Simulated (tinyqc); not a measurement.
Radius, Mott density and mass from the binding energy.

Problem. A donor has the isolated binding energy E0 = cc Ry, Ry = (m0 q^3/(8 eps0^2 h^2)) me/eps_r^2 in eV, radius a = q/(8 pi eps0 eps_r E0) and Mott density (0.26/a)^3. Find a, the Mott density and me.

Parameters, values chosen for the exercise:
- eps_r = 11.1 (relative permittivity)
- cc = 1.5 (ratio of the true binding energy to the hydrogenic one)

Constants: q = 1.602176634e-19 C, eps0 = 8.8541878128e-12 F/m, h = 6.62607015e-34 J s, m0 = 9.1093837015e-31 kg. Results are converted to the units shown.

E0 = 49.029525 meV

Answer. Each follows directly from E0.

a = 1.32 nm
Mott density = 7.59e18 cm^-3
me = 0.296 m0

Program tinyqc, `OMP_NUM_THREADS=1 python tinyqc.py 2330023 2330024 out.jsonl`; Intel Xeon 2.30GHz, shared host, one thread, about 0.02 s.
